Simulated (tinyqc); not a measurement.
What moves the results: ellipsoidal valleys in the axes of a wafer and a channel. A value that a table varies takes the place of the one given here.

Valleys with axes a along [111], [1-1-1], [-11-1] and [-1-11], one whole valley each; inverse mass tensor w = 1/mt + (1/ml - 1/mt) a a. Device axes: z = nz/|nz|, x = nx/|nx|, y = z cross x; in them a = (ax, ay, az). Confinement mass mz = 1/w_zz. In the plane w_ij is replaced by u_ij = w_ij - w_iz w_jz/w_zz (i, j = x, y); density-of-states mass md = 1/sqrt(det u); conductivity mass along x mc = 1/u_xx; ballistic transport mass mx = u_yy/det u, width mass my = 1/u_yy.

Hard walls: E_n = c (n pi/t)^2/mz, c = hbar^2/2m0, n = 1, 2, 3. Non-degenerate share of a valley proportional to md sum_n exp(-E_n/kT); mean 1/mc = sum of share/mc. 1 nm = 10 angstrom.

Constants: hbar^2/2m0 = 3.80998211 eV angstrom^2; kB = 8.617333262e-05 eV/K.

Parameters, chosen for this exercise (near those of the L valleys of Ge; shifted at random, so the results belong to these values and not to a real crystal): ml = 1.606 m0 (longitudinal mass); mt = 0.079 m0 (transverse mass); t = 4.9 nm (thickness of the film); T = 300 K (temperature); nz = (0, 0, 1) (surface normal (confinement)); nx = (1, 1, 0) (channel direction).

## Wafer and channel orientation

For each face/channel: the lowest ladder (mz, number of valleys, md, E1, share) and the mean conductivity mass over all valleys.

Results:
```
face/channel     mz  valleys     md  E1 (meV)  share  mean mc
(111)/[11-2]  1.606        1  0.079       9.8  0.986   0.0795
(111)/[1-10]  1.606        1  0.079       9.8  0.986   0.0795
(210)/[001]   0.184        2  0.233      85.1  0.971   0.2885
(110)/[001]   0.216        2  0.216      72.6  0.987   0.5591
(112)/[11-1]  0.510        1  0.140      30.7  0.964   0.2361
(113)/[1-10]  0.282        1  0.188      55.4  0.906   0.0853
(110)/[1-11]  0.216        2  0.216      72.6  0.987   0.1115
```

The mean conductivity mass is lowest, 0.0795, for (111)/[11-2] and (111)/[1-10] and highest, 0.5591, for (110)/[001]; the bulk value is 0.1157. The confinement energy is lowest on the face with the heaviest mz ((111), 10 meV). The density of states of the lowest ladder, valleys times md, runs between 0.079 and 0.467; a small value limits the charge through the quantum capacitance.

## What each parameter does

Lowest E1, its share and the mean conductivity mass. Each row changes one parameter from the base and keeps the others.

Results:
```
case           lowest E1 (meV)   share  mean mc (m0)
base                    135.41  1.0000        0.1474
ml = 1.767 m0           135.12  1.0000        0.1483
mt = 0.087 m0           123.26  1.0000        0.1612
t = 4.41 nm             167.18  1.0000        0.1474
T = 270 K               135.41  1.0000        0.1474
```

The largest shifts from the base row, up to three for each result and ties (the steps differ in size, so this ranks the rows, not the parameters). lowest E1 (meV): t +31.76, mt -12.15, ml -0.30; unchanged at the printed digits by T. share: unchanged at the printed digits by ml, mt, t and T. mean mc (m0): mt +0.0139, ml +0.0009; unchanged at the printed digits by t and T.

Computed by tinyqc, a small Python program: `OMP_NUM_THREADS=1 python tinyqc.py 1880919 1880920 out.jsonl` (the numbers bound the seed that draws the inputs); one thread of a shared host (Intel(R) Xeon(R) Processor @ 2.30GHz), about 0.01 s for the whole set of steps.
